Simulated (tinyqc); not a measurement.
Inside a calculation: alloy A(1-x)B(x) by interpolation with bowing. Values are carried at full precision from step to step, so a last printed digit may differ when a step is redone from the rounded ones.

Each gap follows E(x) = (1 - x) E_A + x E_B - C x (1 - x); the lattice constant follows Vegard, a(x) = (1 - x) a_A + x a_B.

Constants: hc = 1239.841984 eV nm; kB = 8.617333262e-05 eV/K.

Parameters, chosen for this exercise (A near AlAs, B near GaAs; shifted at random, so the results belong to these values and not to a real crystal): a = (5.663, 5.649) angstrom (lattice constant of A, B); x = 0.77 (fraction of B); Eg = (3.077, 1.498) eV (gap at Gamma to the s-like level of A, B); EgX = (2.254, 1.981) eV (gap to the lowest valley along Gamma-X of A, B); EgL = (2.428, 1.819) eV (gap to L of A, B); C = (0.42, 0.059, 0.07) eV (bowing of the Gamma, X and L gaps); Dso = (0.281, 0.338) eV (spin-orbit splitting of A, B); Ep = (21.2, 25.5) eV (Kane energy of A, B); me = (0.1481, 0.0663) m0 (electron mass at Gamma of A, B); Cs = 0 eV (bowing of Dso); md = (0.0811, 1.01, 0.47) m0 (density-of-states masses of Gamma, all X and all L valleys); T = 300 K (temperature).

## Gaps and lattice constant at x

Also give the wavelength hc/E of the lowest gap.

a(x) = 5.6522 angstrom

linear parts (eV): Gamma 1.8612, X 2.0438, L 1.9591

bowing terms C x (1 - x) (eV): Gamma 0.0744, X 0.0104, L 0.0124

gaps (eV): Gamma 1.7868, X 2.0333, L 1.9467

wavelength of the lowest gap = 693.9 nm

The lowest valley is Gamma, so the gap is direct; the next, L, lies 160 meV higher.

## Where the valleys cross

The difference of two gaps is a quadratic q2 x^2 + q1 x + q0 with q2 = C_i - C_j, q1 = (E_B - E_A - C)_i - (E_B - E_A - C)_j, q0 = E_A,i - E_A,j; give its roots between 0 and 1 (a dash: none).

Crossings:
```
pair         q2      q1      q0  first root  second root
Gamma-X   0.361  -1.667   0.823      0.5621            -
Gamma-L   0.350  -1.320   0.649      0.5812            -
X-L      -0.011   0.347  -0.174      0.5097            -
```

The lowest valley changes at x = 0.510 (X to L, gap 2.100 eV) and x = 0.581 (L to Gamma, gap 2.057 eV). The middle valley is lowest only in a narrow window, which small changes of the inputs would close. The other crossings lie above the lowest valley.

## Electron mass of the alloy

Mass at Gamma from the Kane formula 1/m = F + Ep (Eg + 2 Dso/3)/(Eg (Eg + Dso)). F is fixed by the masses of A and B and interpolated linearly, as is Ep; Eg and Dso carry their bowing.

Compare with the linear interpolation of the masses.

F of A, B: [0.0545, -0.8951]

Ep, Eg, Dso at x (eV): [24.5110, 1.7868, 0.3249]

m(x) from the Kane formula = 0.0811 m0
m(x) linear = 0.0851 m0

The Kane value lies 4.8 % below the linear one.

## Shares of the electrons in the valleys

Non-degenerate: n_i proportional to md_i^(3/2) exp(-E_i/kT).

md^(3/2): Gamma 0.0231, X 1.0150, L 0.3222

(E - E_min)/kT: Gamma 0.00, X 9.54, L 6.18

shares: Gamma 0.969, X 0.003, L 0.028

Gamma holds most electrons (96.9 %).

## Checks

- The Gamma and X gaps at their crossing x = 0.5621 (eV): both 2.0860.
- The Gamma and L gaps at their crossing x = 0.5812 (eV): both 2.0570.
- The X and L gaps at their crossing x = 0.5097 (eV): both 2.1001.

Run: tinyqc, `OMP_NUM_THREADS=1 python tinyqc.py 1050523 1050524 out.jsonl`; Intel(R) Xeon(R) Processor @ 2.30GHz, one thread, shared host; about 0.01 s of CPU time with all checks.
